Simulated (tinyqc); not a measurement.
From results back to parameters: conductance of a narrow metal strip with scatterers (square lattice, Green functions). Three cases, with inputs chosen for the exercise.

Problem. Boundaries with reflection R, a distance dg apart, add incoherently to the scattering in a one-dimensional channel: rho/rho0 = 1 + (lam/dg) R/(1 - R). The ratio comes from a hidden R.

Find: R; effective mean free path lam rho0/rho.

Method. y = (rho/rho0 - 1) dg/lam = R/(1 - R), so R = y/(1 + y).

Case 1.

Values chosen (out of a larger set: hopping and spacing of the size met in Cu or Al; the lattice is a model; not measured data): lam = 34 nm (bulk mean free path); dg = 56 nm (distance between boundaries).

rho/rho0 = 1.29904

Solution.

R = 0.330
effective mean free path lam rho0/rho = 26.17 nm

Case 2.

Values chosen (out of a larger set: hopping and spacing of the size met in Cu or Al; the lattice is a model; not measured data): lam = 41 nm (bulk mean free path); dg = 45 nm (distance between boundaries).

rho/rho0 = 1.35432

Solution.

R = 0.280
effective mean free path lam rho0/rho = 30.27 nm

Case 3.

Values chosen (out of a larger set: hopping and spacing of the size met in Cu or Al; the lattice is a model; not measured data): lam = 38 nm (bulk mean free path); dg = 55 nm (distance between boundaries).

rho/rho0 = 1.63776

Solution.

R = 0.480
effective mean free path lam rho0/rho = 23.20 nm

Computed by tinyqc, one run a case: `OMP_NUM_THREADS=1 python tinyqc.py N N+1 out.jsonl` with N = 1481140, 1481172, 1481182; one thread of a shared Intel(R) Xeon(R) Processor @ 2.30GHz, about 0.01 s a run at most.
